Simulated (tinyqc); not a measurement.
Length of a polyene: Hueckel, PPP and singles CI along the polyenes. Computed by the program tinyqc. 

All-trans chains of carbon centres 1.40 angstrom apart:
```
parameter                               value
beta (eV), times 1 +/- alternation  -2.300000
alternation                          0.100000
W (eV)                              11.160000
gamma_rr (eV)                       10.980000
repulsion formula                          MN
```

Hueckel uses the same beta without repulsion; CIS keeps all single excitations and so misses the low, doubly excited 2Ag state. W is the valence ionisation energy of a centre, MN the Mataga-Nishimoto formula, f the oscillator strength.

Gaps and excitations (eV):
```
centres  Hueckel gap  PPP orbital gap  bright singlet (CIS)       f  lowest triplet (CIS)
2             5.0600          10.3708                7.8946  0.6769                2.2254
4             3.3970           8.1885                5.6461  1.0023                1.4969
6             2.6368           7.1067                4.6365  1.3875                1.1741
8             2.2079           6.4708                4.0532  1.7450                1.0019
10            1.9346           6.0588                3.6777  2.0803                0.8990
```

The Hueckel gap tends to 4 x alternation x |beta| = 0.92 eV for long chains. Exchange opens the PPP orbital gap, and the attraction of electron and hole brings the bright state 2.38 eV below it at 10 centres; the triplet lies 2.78 eV lower still.
